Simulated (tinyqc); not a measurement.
# Worked calculation: electron mobility in a silicon inversion layer, empirical terms and Matthiessen rule

Computed by the program tinyqc: `OMP_NUM_THREADS=1 python tinyqc.py 2510077 2510078 out.jsonl`, one thread of a shared Intel Xeon 2.30GHz, about 0.01 s for the whole run. Printed values are rounded.

Inversion layer of sheet density Ns on a uniformly doped body, under a high-permittivity gate with an interlayer. The mobility terms are empirical power laws with prefactors chosen for the exercise; adding their inverses (Matthiessen) is itself an approximation.

Inputs (values chosen for the exercise); material values close to those of silicon: temperature T = 300 K; band gap Eg = 1.1 eV; relative permittivity of the semiconductor eps_r = 11.6; conduction-band density of states at T Nc = 2.85e19 cm^-3; valence-band density of states at T Nv = 2.7e19 cm^-3; body doping Nb = 5.8e16 cm^-3; reverse body bias Vsb = 0.3 V; weight of the inversion charge in the effective field eta = 0.5; gate capacitance Cox = 1.27 uF/cm^2; phonon-limited mobility at 1 MV/cm and 300 K Ap = 458 cm^2/(V s); roughness-limited mobility at 1 MV/cm As = 1140 cm^2/(V s); exponent of the roughness term gs = 2; Coulomb prefactor Ac = 2700 cm^2/(V s); charge at the interface Nit = 2e11 cm^-2; remote-phonon mobility without interlayer Ar = 170 cm^2/(V s); interlayer thickness ti = 1 nm; decay length of remote phonons lr = 0.6 nm; inversion density Ns = 9.6e12 cm^-2; ratio W/L WL = 5; drain voltage Vd = 0.01 V; measured linear current I = 24.8 uA.

Constants: q = 1.602176634e-19 C, kB = 1.380649e-23 J/K, Vt = kB T/q, eps0 = 8.8541878128e-14 F/cm where lengths are in cm. Results are converted to the units shown.

## Depletion charge and effective field

ni = sqrt(Nc Nv) exp(-Eg/(2 Vt)), Eg in volts; Ndep = sqrt(2 eps0 eps_r Nb (2 Vt ln(Nb/ni) + Vsb)/q); E = q (Ndep + eta Ns)/(eps0 eps_r), in MV/cm.

ni = 1.59776e10 cm^-3
Ndep = 8.96572e11 cm^-2
E = 0.888622 MV/cm

The depletion charge gives 15.7 % of the field.

## Mobility terms and their sum

With t = T/(300 K): muC = Ac (Ns/1e12 cm^-2) t/(Nb/1e17 cm^-3 + Nit/1e11 cm^-2), muP = Ap E^(-1/3) t^(-1.75), muS = As E^(-gs), muR = Ar exp(2 ti/lr)/t; 1/mu is the sum of the inverses.

terms (cm^2/(V s)): Coulomb 10046.5, phonon 476.387, roughness 1443.68, remote phonon 4765.38
mu = 322.456 cm^2/(V s)
shares of 1/mu (%): Coulomb 3.20964, phonon 67.6879, roughness 22.3358, remote phonon 6.76665

The phonon term limits most.

## Iteration 1: inversion density for the measured current

Ns at the start = 6.7e12 cm^-2

I = (W/L) q Ns mu Vd. E = q (Ndep + eta Ns)/(eps0 eps_r) in MV/cm. With t = T/(300 K): muC = Ac (Ns/1e12 cm^-2) t/(Nb/1e17 cm^-3 + Nit/1e11 cm^-2), muP = Ap E^(-1/3) t^(-1.75), muS = As E^(-gs), muR = Ar exp(2 ti/lr)/t; 1/mu is the sum of the inverses. Ns(new) = I/((W/L) q mu Vd).

E = 0.662433 MV/cm
mu = 378.683 cm^2/(V s)
Ns after iteration 1 = 8.17514e12 cm^-2

## Iteration 2: inversion density for the measured current

As before.

E = 0.777489 MV/cm
mu = 349.078 cm^2/(V s)
Ns after iteration 2 = 8.86847e12 cm^-2

## Course of the iteration: inversion density for the measured current

Stop when Ns changes by less than 1e5 cm^-2, or after 120 iterations.

Course of the iteration:
```
iteration  Ns (cm^-2)  |change| (cm^-2)
1          8.17514e12           1.48e12
2          8.86847e12           6.93e11
3          9.21735e12           3.49e11
4          9.39823e12           1.81e11
5          9.49339e12           9.52e10
6          9.54382e12           5.04e10
7          9.57066e12           2.68e10
8          9.58497e12           1.43e10
9          9.59261e12            7.64e9
...               ...               ...
19         9.60136e12            1.45e7
20         9.60137e12            7.76e6
21         9.60137e12            4.15e6
22         9.60137e12            2.22e6
23         9.60138e12            1.19e6
24         9.60138e12            6.33e5
25         9.60138e12            3.39e5
26         9.60138e12            1.81e5
27         9.60138e12            9.67e4
```

Converged in 27 iterations. At the end each change is about 0.53 times the one before: linear convergence.

## Split C-V extraction

Vg, point 0 to 12 (V): [0.2, 0.3, 0.4, 0.5, 0.6, 0.7, 0.8, 0.9, 1, 1.1, 1.2, 1.3, 1.4]
Cgc, point 0 to 12 (uF/cm^2): [1.82292e-5, 5.94316e-4, 0.0191023, 0.422256, 1.19636, 1.26761, 1.26993, 1.27000, 1.27000, 1.27000, 1.27000, 1.27, 1.27]
I, point 0 to 12 (uA): [8.93669e-11, 9.50189e-8, 9.91414e-5, 0.0625510, 1.74536, 4.94457, 8.05000, 10.8473, 13.3413, 15.5611, 17.5353, 19.2891, 20.8442]

Q(Vg) is the trapezoid sum of Cgc from the first point (where Q is taken as 0); mu_eff = I/((W/L) Q Vd); mu_FE = (dI/dVg)/((W/L) Cox Vd) with a backward difference. Listed from point 4 on.

Q, point 4 to 12 (uC/cm^2): [0.104014, 0.227213, 0.354089, 0.481086, 0.608086, 0.735086, 0.862086, 0.989086, 1.11609]
mu_eff, point 4 to 12 (cm^2/(V s)): [335.600, 435.238, 454.687, 450.950, 438.798, 423.382, 406.812, 390.040, 373.524]
mu_FE, point 4 to 12 (cm^2/(V s)): [265.009, 503.814, 489.043, 440.516, 392.763, 349.571, 310.903, 276.192, 244.894]

At the last point mu_FE is 34 % below mu_eff: where the mobility falls with gate voltage the slope of I understates it.
